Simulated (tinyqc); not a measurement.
## Donor binding, ionisation and the Mott limit: ionisation against doping

Hydrogenic donor: Ry = (m0 q^3/(8 eps0^2 h^2)) me/eps_r^2 in eV, E0 = cc Ry, radius a = q/(8 pi eps0 eps_r E0), Mott density Nm = (0.26/a)^3. Below Nm the level sinks as Ed = E0 [1 - (N/Nm)^(1/3)]. Neutrality: Nc F12(eta) = N/(1 + 2 exp(eta + Ed/kB T)), F12(x) = (2/sqrt(pi)) int_0^infinity sqrt(u)/(1 + exp(u - x)) du.

The neutrality equation is solved with F12 in each row.

Inputs (values chosen for the exercise); band and dielectric values close to those of gallium phosphide: temperature T = 300 K; relative permittivity eps_r = 11.2; mass in the hydrogenic formula, set independently of Nc me = 0.304 m0; conduction-band density of states at 300 K Nc = 1.83e19 cm^-3; ratio of the true binding energy to the hydrogenic one cc = 1.

Constants: q = 1.602176634e-19 C, kB = 1.380649e-23 J/K, eps0 = 8.8541878128e-12 F/m, h = 6.62607015e-34 J s, m0 = 9.1093837015e-31 kg, Vt = kB T/q. Results are converted to the units shown.

Result of one run:
```
N (cm^-3)     N/Nm  Ed (meV)  ionised (%)  ionised with Ed = E0 (%)
1.6e17     0.06746     19.55        96.52                     94.40
```

What becomes of these results when the donor density N is changed from 1.6e17 to 1.8e18 cm^-3, all else the same?

Result of the changed run:
```
N (cm^-3)    N/Nm  Ed (meV)  ionised (%)  ionised with Ed = E0 (%)
1.8e18     0.7589     2.897        84.01                     67.32
```

The whole series:
```
N (cm^-3)      N/Nm  Ed (meV)  ionised (%)  ionised with Ed = E0 (%)
1.2e15     5.059e-4     30.35        99.96                     99.95
2.7e15     0.001138     29.53        99.91                     99.89
6.1e15     0.002572     28.46        99.80                     99.76
1.4e16     0.005903     27.01        99.57                     99.46
3.1e16      0.01307     25.21        99.12                     98.81
7e16        0.02951     22.78        98.22                     97.40
1.6e17      0.06746     19.55        96.52                     94.40
3.5e17       0.1476     15.55        93.82                     89.07
7.9e17       0.3331     10.12        89.61                     79.98
1.8e18       0.7589     2.897        84.01                     67.32
```

The ionised share falls from 100 to 84.0 %, against 100 to 67.3 % for a fixed level: a higher density raises EF against the level, which fills more donors, while the sinking Ed works the other way.

Range of the model: A sharp level with degeneracy 2 overstates freeze-out near Nm, where the impurity band broadens and merges with the conduction band.

Program tinyqc, `OMP_NUM_THREADS=1 python tinyqc.py 2330096 2330097 out.jsonl`; Intel Xeon 2.30GHz, shared host, one thread, about 0.01 s.
